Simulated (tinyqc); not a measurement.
Solubility, supersaturation, precipitation and gettering of an impurity in a silicon-like host: one step, computed by the program tinyqc.

The wafer was saturated at T1 and is then held at T.

Task: Solubility, diffusivity, supersaturation. C_eq(T) = N0 exp(S/k_B - H/(k_B T)); D(T) = D0 exp(-Q/(k_B T)); C0 = C_eq(T1). Supersaturation s = C0/C_eq(T); critical radius r* = 2 gamma/(C_p k_B T ln s); barrier W* = (4 pi/3) gamma r*^2. Strain energy is left out.

Inputs (values chosen for the exercise, for a model impurity): site density N0 = 5e+22 1/cm^3; enthalpy of solution H = 1.56 eV; entropy of solution S = 3.4 k_B; diffusion prefactor D0 = 0.0019 cm^2/s; migration energy Q = 0.474 eV; temperature of saturation T1 = 1275 K; anneal temperature T = 752 K; impurity density in the precipitate C_p = 5.6e+22 1/cm^3; interface energy gamma = 0.24 J/m^2.

Constants: k_B = 8.617333262e-05 eV/K; k_B = 1.380649e-23 J/K.

Give: C0; C_eq(T); D(T); supersaturation s; critical radius r*; W*/(k_B T).

Result:

C0 = 1.0215e+18 1/cm^3

C_eq(T) = 5.2567e+13 1/cm^3

D(T) = 1.2650e-06 cm^2/s

supersaturation s = 19433

critical radius r* = 0.083604 nm

W*/(k_B T) = 0.67679

Caution: the barrier to homogeneous nucleation is below 35 k_B T for these inputs, so new precipitates would form and outnumber the fixed sinks assumed here. Caution: a critical radius of atomic size is outside the capillary model.
